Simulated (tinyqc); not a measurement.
Ion implantation: universal nuclear stopping, Lindhard-Scharff electronic stopping and a Gaussian range profile: one step, computed by the program tinyqc.

An ion slows by elastic collisions with screened nuclei and by friction with electrons; channelling is ignored and the target is uniform.

Question. Damage. Kinchin-Pease count with efficiency 0.8: N_d = 0.8 nu/(2 E_d), taking all of nu as damage energy (an upper estimate, as recoils also lose energy to electrons). Spread over a depth R_p + dR_p, displacements per atom = Q N_d/(N (R_p + dR_p)).

Inputs (values chosen for the exercise, modelled on nitrogen ions in silicon): target density N = 49.94 1/nm^3; dose Q = 2.7e+13 1/cm^2; displacement energy E_d = 15 eV.

energy lost to nuclei nu = 31.99197 keV

projected range R_p = 198.3777 nm

straggle dR_p = 62.31068 nm

Give: displacements per ion N_d; displacements per atom.

Answer.

displacements per ion N_d = 853.1

displacements per atom = 0.01769

One displacement per atom would need a dose of 1.5e15 per cm^2 if no defects annealed. Caution: the estimates of R_p and dR_p assume mainly nuclear stopping and an ion not much lighter than the target; here they are rough, and for light ions in heavy targets the straggle can be low by a factor of two or more.
